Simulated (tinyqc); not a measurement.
# Worked calculation: power transistor in saturation, electro-thermal loop

Computed by the program tinyqc: `OMP_NUM_THREADS=1 python tinyqc.py 2520045 2520046 out.jsonl`, one thread of a shared Intel Xeon 2.30GHz, about 0.01 s for the whole run. Printed values are rounded.

One temperature T for the device, T = T0 + Rth P(T), with P(T) = V I0 (T/300 K)^(-al) [1 + kv (T - 300 K)/Vov]^2. The loop gain is Rth dP/dT; a solution is thermally stable when it is below one.

Inputs (values chosen for the exercise):
- T0 = 340 K (ambient temperature)
- V = 48 V (drain voltage)
- I0 = 1.1 A (saturation current at 300 K)
- al = 1.2 (exponent of the mobility)
- Vov = 0.9 V (overdrive at 300 K)
- kv = 2.3 mV/K (fall of the threshold with temperature)
- Rth = 2.6 K/W (thermal resistance)

## Iteration 1: temperature by substitution

T at the start = 340 K

P(T) = V I0 (T/300 K)^(-al) [1 + kv (T - 300 K)/Vov]^2; T(new) = T0 + Rth P(T).

P = 55.20051 W
T after iteration 1 = 483.5213 K

## Iteration 2: temperature by substitution

As before.

P = 64.25747 W
T after iteration 2 = 507.0694 K

## Course of the iteration: temperature by substitution

Stop when T changes by less than 1e-6 K, or after 200 iterations.

Course of the iteration:
```
iteration     T (K)  |change| (K)
1          483.5213           144
2          507.0694          23.5
3          510.9967          3.93
4          511.6520         0.655
5          511.7614         0.109
6          511.7797        0.0183
7          511.7827       3.05e-3
8          511.7832       5.08e-4
9          511.7833       8.49e-5
10         511.7833       1.42e-5
11         511.7833       2.36e-6
12         511.7833       3.94e-7
```

Converged in 12 iterations. At the end each change is about 0.17 times the one before: linear convergence.

## Loop gain and effective thermal resistance

converged T = 511.7833 K

P(T) = V I0 (T/300 K)^(-al) [1 + kv (T - 300 K)/Vov]^2; P'(T) = P [-al/T + 2 kv/(Vov + kv (T - 300 K))]; G = Rth P'. A small change of T0 changes T by 1/(1 - G) times as much.

P = 66.07050 W
G = 0.1668918
dT/dT0 = 1.200324

The feedback is positive: heating raises the power.
